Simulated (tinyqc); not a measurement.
Estimate of lattice thermal conductivity from elastic moduli (Slack, Klemens and Cahill formulas). Changing the shear modulus G. Computed by tinyqc, a small Python program. Command: `OMP_NUM_THREADS=1 python tinyqc.py 3009984 3009985 out.jsonl slack sweep`. One thread of a shared host (Intel(R) Xeon(R) Processor @ 2.30GHz), about 0.01 s of CPU time with the checks.

An isotropic solid.

Inputs (values chosen for the exercise, for a model crystal):

| quantity | value | unit |
|---|---|---|
| bulk modulus B | 32.4 | GPa |
| volume per atom V | 34.1 | angstrom^3 |
| mean atomic mass M | 139 | u |
| atoms per primitive cell n | 10 | - |
| volume expansion coefficient alpha_V | 65.7 | ppm/K |
| temperature T | 700 | K |
| disorder parameter Gamma | 0.041 | - |
| grain size d | 43 | nm |

Grueneisen parameter: from thermal expansion.

Constants: u = 1.6605390666e-27 kg; hbar = 1.054571817e-34 J s; k_B = 1.380649e-23 J/K; h = 6.62607015e-34 J s.

Method:
- rho = M/V; vL = sqrt((B + 4G/3)/rho), vT = sqrt(G/rho); v_m = [(vL^-3 + 2 vT^-3)/3]^(-1/3); Poisson ratio sigma = (3B - 2G)/(6B + 2G); Theta = hbar v_m (6 pi^2/V)^(1/3)/k_B.
- gamma = alpha_V B V/(3 k_B), with the classical heat capacity 3 k_B per atom.
- Slack, an estimate for T near or above Theta_a: kappa = A M Theta_a^3 delta n^(1/3)/(gamma^2 T) in W/(m K), with M in u, delta = V^(1/3) in angstrom, Theta_a = Theta n^(-1/3) and A = 2.43e-6/(1 - 0.514/gamma + 0.228/gamma^2).
- High-temperature forms with the classical heat capacity. Klemens: kappa/kappa_0 = arctan(u)/u, u^2 = pi^2 Theta V Gamma kappa_0/(h v_m^2). Grains: 1/kappa_poly = 1/kappa + 1/(C v_m d/3), C = 3 k_B/(n V), the acoustic branches alone.
- Cahill minimum: kappa_min = (pi/6)^(1/3) k_B V^(-2/3) sum over L, T, T of v (T/Theta_i)^2 int_0^(Theta_i/T) x^3 e^x/(e^x - 1)^2 dx, Theta_i = Theta v_i/v_m (64 Gauss-Legendre points).
- Its high-temperature limit is (1/2) (pi/6)^(1/3) k_B V^(-2/3) (vL + 2 vT).

One run for each value:

| shear modulus G (GPa) | Poisson ratio sigma | Debye temperature Theta (K) | kappa of the perfect crystal (W/(m K)) | Grueneisen parameter gamma | kappa_min (W/(m K)) |
|---|---|---|---|---|---|
| 4.86 | 0.4286 | 88.4 | 0.097 | 1.753 | 0.2159 |
| 9.72 | 0.3636 | 123.9 | 0.267 | 1.753 | 0.2630 |
| 14.60 | 0.3041 | 150.7 | 0.481 | 1.753 | 0.3008 |
| 24.30 | 0.2000 | 192.0 | 0.996 | 1.753 | 0.3626 |
| 29.20 | 0.1535 | 209.5 | 1.293 | 1.753 | 0.3896 |
| 34.00 | 0.1113 | 225.2 | 1.605 | 1.753 | 0.4142 |
| 38.90 | 0.0713 | 240.0 | 1.943 | 1.753 | 0.4377 |

Give the missing row, shear modulus G (GPa) = 19.40.

Computed row; columns: (1) shear modulus G (GPa); (2) Poisson ratio sigma; (3) Debye temperature Theta (K); (4) kappa of the perfect crystal (W/(m K)); (5) Grueneisen parameter gamma; (6) kappa_min (W/(m K)):
```
(1)       (2)    (3)    (4)    (5)     (6)
19.40  0.2504  172.6  0.722  1.753  0.3331
```

Interpolating between the two neighbouring rows (the first column on a logarithmic scale, the others too where they are positive) misses most in Poisson ratio sigma, by 3.9 %. Over the rows, Poisson ratio sigma falls from 0.429 to 0.0713 (exponent d ln y / d ln x -0.24 between the first rows and -3.3 between the last); Debye temperature Theta (K) rises from 88.4 to 240 (exponent d ln y / d ln x about 0.48 throughout); kappa of the perfect crystal (W/(m K)) rises from 0.0971 to 1.94 (exponent d ln y / d ln x about 1.4 throughout). The two transverse branches rule v_m, so Theta follows sqrt(G) closely and the Slack value about G^(3/2).

Caution (rows 4.86, 9.72, 14.6): the estimate comes near or below kappa_min; the free path cannot fall under half a wavelength, so the true value levels off near kappa_min.
